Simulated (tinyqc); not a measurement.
Space-charge-limited current through a thin insulating or semi-insulating film with traps. Changing the temperature T. Computed by tinyqc, a small Python program. Command: `OMP_NUM_THREADS=1 python tinyqc.py 3009522 3009523 out.jsonl sclc sweep`. One thread of a shared host (Intel(R) Xeon(R) Processor @ 2.30GHz), about 0.01 s of CPU time with the checks.

One ohmic injecting contact at x = 0 (field zero), drift only, non-degenerate free carriers.

Inputs (values chosen for the exercise, modelled on an amorphous oxide semiconductor):
```
quantity                                            value        unit
permittivity eps                                       10           -
band mobility mu                                      6.4  cm^2/(V s)
effective density of states N_c                   4.8e+18      1/cm^3
trap density N_t                                  3.2e+15      1/cm^3
equilibrium Fermi level below the band edge, E_0     0.68          eV
thickness d                                          2800          nm
free density at the anode, in units of N_c        3.6e-05           -
trap level E_t below the band edge                   0.22          eV
```

Traps: single level.

Constants: k_B = 8.617333262e-05 eV/K; e = 1.602176634e-19 C; eps_0 = 8.8541878128e-12 F/m.

Method:
- Free density n_0 = N_c exp(-E_0/k_B T) in equilibrium; trapped density n_t(n) = N_t/(1 + n_1/n), n_1 = N_c exp(-E_t/k_B T).
- theta = n/(n + n_t) at the anode density; trap-filled-limit voltage V_TFL = e (N_t - n_t(n_0)) d^2/(2 eps eps_0).
- J = e mu n F and (eps eps_0/e) dF/dx = n - n_0 + n_t(n) - n_t(n_0) = rho(n). With F = J/(e mu n): d = (eps eps_0 J/(e^2 mu)) I_1 and V = (eps eps_0 J^2/(e^3 mu^2)) I_2, I_k = int_(n_L)^infinity dn/(n^(k+1) rho(n)), n_L the density at the anode; with u = n_L/n, 200 Gauss-Legendre points in t, u = 1 - (1 - t)^2.
- Anode field J/(e mu n_L); Mott-Gurney current (9/8) eps eps_0 mu V^2/d^3; ohmic current e n_0 mu V/d.

One run for each value:
```
temperature T (K)    theta  voltage V (V)  current density J (A/cm^2)  n_0 (1/cm^3)
200                0.05508         28.471                      32.930    3.5156e+01
236                0.07754         24.428                      26.987    1.4449e+04
271                0.14934         16.618                      17.094    1.0847e+06
307                0.29621          9.934                       9.734    3.2977e+07
343                0.48245          6.527                       6.267    4.8960e+08
379                0.64725          4.982                       4.749    4.3541e+09
414                0.76198          4.266                       4.056    2.5313e+10
450                0.83893          3.886                       3.691    1.1630e+11
```

Over the rows, theta rises from 0.0551 to 0.839 (exponent d ln y / d ln x 2.1 between the first rows and 1.2 between the last); voltage V (V) falls from 28.5 to 3.89 (exponent d ln y / d ln x -0.93 between the first rows and -1.1 between the last); current density J (A/cm^2) falls from 32.9 to 3.69 (exponent d ln y / d ln x -1.2 between the first rows and -1.1 between the last). The anode density is held fixed; heating frees trapped charge, so less voltage is needed for it.
